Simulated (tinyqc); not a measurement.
# Zener tunnelling in a reverse-biased junction, two-band WKB: effect of temperature

Abrupt p-n junction, depletion approximation. Energies E are counted from the conduction-band edge of the neutral n side; its Fermi level lies at dn, that of the p side at dn - V, and the valence-band edge of the neutral p side at Em = dn + dp - V. Tunnelling needs 0 < E < Em. Two-band dispersion with equal masses m: inside the gap kappa = sqrt(m u (1 - u/Eg)/C), u the distance from a band edge, C = hbar^2/(2 m0).

Nc and Nv are given at 300 K and scale as (T/300 K)^1.5; Eg, m and eps_r are held. Nd = Nc F12(dn/Vt), Na = Nv F12(dp/Vt), F12(x) = (2/sqrt(pi)) int_0^infinity sqrt(u)/(1 + exp(u - x)) du; dn = EF - Ec on the n side, dp = Ev - EF on the p side (negative outside the bands); Vbi = Eg + dn + dp. W = sqrt(2 eps0 eps_r (Vbi - V)(1/Na + 1/Nd)/q), mean field F = (Vbi - V)/W, peak field 2 F. In a uniform field F the exponent is S = pi sqrt(m/C) Eg^1.5/(4 F). Transverse energy Et = C kt^2/m raises it to S (1 + 4 Et/Eg), so T = exp(-S) exp(-Et/Eb) with Eb = Eg/(4 S). KJ = (2 q^2/h) m/(4 pi C) (times 1e14 for A/cm^2 per eV^2). J = KJ exp(-S) Eb times the integral from 0 to Em of [f(E - dn) - f(E - dn + V)] [1 - exp(-min(E, Em - E)/Eb)] dE, f(x) = 1/(1 + exp(x/Vt)), with S and Eb from the mean field; J > 0 flows from p to n.

Values chosen for this exercise; band and dielectric values close to those of indium arsenide: band gap Eg = 0.346 eV; relative permittivity eps_r = 15.4; conduction-band density of states at 300 K Nc = 8.83e16 cm^-3; valence-band density of states at 300 K Nv = 6.59e18 cm^-3; band-edge mass of the two-band model m = 0.028 m0; acceptor density Na = 7.3e18 cm^-3; donor density Nd = 3.7e17 cm^-3; bias of the p side V = -0.69 V.

Constants: q = 1.602176634e-19 C, kB = 1.380649e-23 J/K, hbar = 1.054571817e-34 J s, h = 6.62607015e-34 J s, m0 = 9.1093837015e-31 kg, Vt = kB T/q, eps0 = 8.8541878128e-14 F/cm where lengths are in cm, hbar^2/(2 m0) = 0.0380998212 eV nm^2. Results are converted to the units shown.

Effect of temperature:
```
T (K)  Vbi (V)  mean field (MV/cm)      S  J (A/cm^2)
50      0.4600              0.1543  8.884      -421.7
100     0.4579              0.1541  8.892      -417.3
150     0.4540              0.1538  8.907      -409.0
200     0.4483              0.1535  8.929      -396.9
300     0.4320              0.1524  8.994      -362.9
400     0.4098              0.1508  9.084      -319.6
```

What does the table show?

Vbi falls from 0.460 to 0.410 V, S rises from 8.88 to 9.08, and |J| falls from 422 to 320 A/cm^2, a spread of a factor 1.32. That is small against a thermally activated current. The shrinking of the gap with temperature, left out here, would raise J.

Range of the model: Parabolic densities of states, no band tails and no gap narrowing, all of which matter at such doping.

Computed by the program tinyqc: `OMP_NUM_THREADS=1 python tinyqc.py 2620142 2620143 out.jsonl`, one thread of a shared Intel Xeon 2.30GHz, about 0.03 s for the whole run.
